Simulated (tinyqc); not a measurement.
Length of a molecular wire: coherent transport through a tight-binding bridge. Computed by the program tinyqc. 

A uniform bridge between two chains:
```
parameter                        value
site energy (eV)              1.770000
hopping in the bridge (eV)    0.540000
lead hopping (eV)             2.080000
couplings (eV)              0.44, 1.04
E (eV)                        0.160000
```

T = Gamma_L Gamma_R |G_1n|^2 with the self-energies of semi-infinite chains.

Transmission against length:
```
sites           T     ln T
2      9.0551e-03   -4.704
3      1.3350e-03   -6.619
4      1.9786e-04   -8.528
5      2.9348e-05  -10.436
6      4.3537e-06  -12.344
7      6.4586e-07  -14.253
8      9.5812e-08  -16.161
9      1.4214e-08  -18.069
10     2.1086e-09  -19.977
```

E lies outside the band of the bridge (|E - e|/2h = 1.491 > 1), so T decays as exp(-beta n) with beta = 2 arccosh(1.491) = 1.9082 a site; the last two rows give 1.9082.
